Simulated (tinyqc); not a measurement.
Ways to converge the cycle: SCF convergence aids in the sto-3g basis, for H2, spin multiplicity 1. Computed by the program tinyqc with PySCF. Command: `OMP_NUM_THREADS=1 python tinyqc.py 111222 111223 out.jsonl`; one thread of a shared host (Intel(R) Xeon(R) Processor @ 2.60GHz), about 0.2 s.

Geometry (angstrom):

| atom | x | y | z |
|---|---|---|---|
| H | 0.0000 | 0.0000 | 0.0000 |
| H | 0.0000 | 0.0000 | 0.8810 |

lowest restricted solution found by these runs and by PySCF = -1.096166 hartree

RHF with one setting changed at a time; a run stops when the energy changes by less than 1e-09 hartree and the error matrix is below 1e-5. The start is random orbitals. Damping d keeps d of the old density; a shift (hartree) raises the virtual levels; DIIS n extrapolates F over n matrices.

Largest element of the error matrix X^T (FDS - SDF) X:

| iteration | plain | damping 0.3 | damping 0.6 | shift 0.4 | DIIS 3 | DIIS 8 |
|---|---|---|---|---|---|---|
| 1 | 3.8e-02 | 3.8e-02 | 3.8e-02 | 3.8e-02 | 3.8e-02 | 3.8e-02 |
| 2 | 4.5e-02 | 5.6e-02 | 5.6e-02 | 9.6e-02 | 4.5e-02 | 4.5e-02 |
| 3 | 3.0e-03 | 2.4e-02 | 4.7e-02 | 2.7e-01 | 2.8e-03 | 2.8e-03 |
| 4 | 2.0e-04 | 8.9e-03 | 3.4e-02 | 6.9e-01 | 1.2e-02 | 1.2e-02 |
| 5 | 1.4e-05 | 3.1e-03 | 2.3e-02 | 4.9e-01 | 7.3e-04 | 5.5e-04 |
| 6 | 9.3e-07 | 1.1e-03 | 1.5e-02 | 1.8e-01 | 4.1e-04 | 1.9e-04 |
| 8 | - | 1.3e-04 | 6.3e-03 | 1.8e-02 | 5.2e-13 | 8.1e-05 |
| 10 | - | 1.6e-05 | 2.5e-03 | 1.9e-03 | - | 8.1e-05 |
| 14 | - | 2.3e-07 | 3.9e-04 | 2.0e-05 | - | - |
| 20 | - | 4.1e-10 | 2.4e-05 | - | - | - |
| 30 | - | - | 2.2e-07 | - | - | - |

How each run ends:

| run | iterations | E (hartree) | state |
|---|---|---|---|
| plain | 6 | -1.096166 | lowest found |
| damping 0.3 | 20 | -1.096166 | lowest found |
| damping 0.6 | 43 | -1.096166 | lowest found |
| shift 0.4 | 15 | -1.096166 | lowest found |
| DIIS 3 | 8 | -1.096166 | lowest found |
| DIIS 8 | 13 | -1.096166 | lowest found |

6 of 6 runs reach the lowest restricted solution found, in 6 to 43 iterations (fastest: plain). Plain steps already contract here, so damping only slows them. DIIS minimises the error, not the energy, so it can stall or settle near a saddle, and its small system turns near-singular when few rotations are active.
